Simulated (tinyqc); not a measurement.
Worked calculation: X-ray photoelectron analysis of a thin oxide on a semiconductor: attenuation lengths, thickness, angle series and band offsets. Computed by tinyqc, a small Python program that keeps every step. Command: `OMP_NUM_THREADS=1 python tinyqc.py 3113682 3113683 out.jsonl xps walk`. One thread of a shared host (Intel(R) Xeon(R) Processor @ 2.30GHz), about 0.01 s of CPU time with the checks. Intermediate numbers are printed to about 6 digits and carried at full precision; extremes and crossings named in words are read from the listed rows.

The same element is seen in the oxide and in the substrate, at nearly the same kinetic energy; films are flat and uniform, and the work function is ignored.

Inputs (values chosen for the exercise, modelled on SiO2 on silicon):
```
quantity,value,unit
photon energy,1253.6,eV
binding energy of the core level,99.4,eV
oxide density,2.21,g/cm^3
oxide formula mass,60.08,g/mol
valence electrons per oxide formula,16,-
oxide gap,9,eV
substrate density,2.33,g/cm^3
substrate formula mass,28.09,g/mol
valence electrons per substrate formula,4,-
substrate gap,1.12,eV
oxide thickness d,3.5,nm
emission angle from the normal,15,degrees
attenuation length over inelastic mean free path,0.93,-
carbon overlayer,0.85,nm
counts in the two peaks together,600000,-
valence band offset used to make the data,4.65,eV
"core level less valence band top, substrate",98.92,eV
"core level less valence band top, thick oxide",98.64,eV
field in the oxide,1.1,MV/cm
```

## Inelastic mean free paths

TPP-2M: lambda = E/(E_p^2 [b ln(c E) - C/E + D/E^2]) in angstrom, E_p = 28.8 sqrt(N_v rho/M), b = -0.10 + 0.944/sqrt(E_p^2 + E_g^2) + 0.069 rho^0.1, c = 0.191/sqrt(rho), U = N_v rho/M, C = 1.97 - 0.91 U, D = 53.4 - 20.8 U, with E = photon energy less binding energy in eV. Attenuation length L = factor x lambda.

kinetic energy E = 1154.2 eV

Terms:
```
layer,E_p (eV),b,c,lambda (nm)
oxide,22.0945,0.0142632,0.128481,3.37320
substrate,16.5892,0.0318658,0.125128,2.67050
```

L in the oxide = 3.13707 nm

L in the substrate = 2.48357 nm

## Peak ratio

R_0 = (rho_o/M_o) L_o/((rho_s/M_s) L_s); peak ratio R = I_ox/I_sub = R_0 [exp(d/(L_o cos theta)) - 1]; hence d = L_o cos theta ln(1 + R/R_0). A carbon layer weakens both peaks alike, by exp(-d_C/(L_o cos theta)) if its L is taken equal to L_o. This R_0 leaves out intrinsic losses from the substrate peak, so calibrated values can be larger.

R_0 = 0.560153

d/(L_o cos theta) = 1.15505

ratio R = 1.21787

oxide share of the counts = 0.549117

attenuation by carbon = 0.755397

depth 3 L_o cos theta = 9.09054 nm

## Error budget of the thickness

With x = d/(L_o cos theta): d ln d/d ln R = (1 - exp(-x))/x = -d ln d/d ln R_0; counting error of R = 1/sqrt(N f (1 - f)), f the oxide share, which times the sensitivity gives that of d; an angle error adds tan(theta) d theta; d is proportional to L_o at fixed R_0. Assumed errors: 5 % in R_0, 1 degree, 5 % in L_o.

sensitivity to R = 0.593012

counting error of d = 0.153859 %

R_0 = 2.96506 %

angle = 0.467660 %

L_o = 5 %

The attenuation length is the largest of these terms.

## Angle series: uniform film or islands?

Islands: half of the surface carries 2 d and half none, R = R_0 (1/2)(1 - t)/(1/2 + t/2) with t = exp(-2 d/(L_o cos theta)); the apparent thickness is read with the uniform formula.

Against the angle:
```
theta (degrees),"R, uniform","R, islands","apparent d, islands (nm)"
0,1.1493,0.451519,1.85448
20,1.2761,0.464780,1.78103
35,1.6267,0.491174,1.61790
45,2.1535,0.514367,1.44501
55,3.3579,0.537713,1.21081
65,7.2890,0.554476,0.91223
75,41.1669,0.559951,0.56264
```

A uniform film gives d = 3.5 nm at every angle. The island film of the same volume reads 1.85 nm at normal emission and 0.563 nm at 75 degrees; its ratio cannot pass R_0, since the bare half always shows the substrate.

## Band offsets by core levels

Valence band offset = (E_core - E_v)(substrate) - (E_core - E_v)(oxide) + (core level separation at the interface, oxide less substrate). The separation is made here from the given offset; a uniform field F that raises the binding energy towards the surface shifts the oxide peak by e F <z>, <z> = d/(1 - exp(-x)) - d/x, x = d/(L_o cos theta), being the mean distance from the interface. Conduction band offset = oxide gap - substrate gap - valence band offset.

separation without field = 4.37 eV

<z> = 2.07963 nm

separation with field = 4.59876 eV

apparent valence band offset = 4.87876 eV

true conduction band offset = 3.23 eV

apparent conduction band offset = 3.00124 eV

The field biases both offsets by 0.23 eV, in opposite directions.

Checks made by the program: thickness recovered (relative difference below 1e-10).
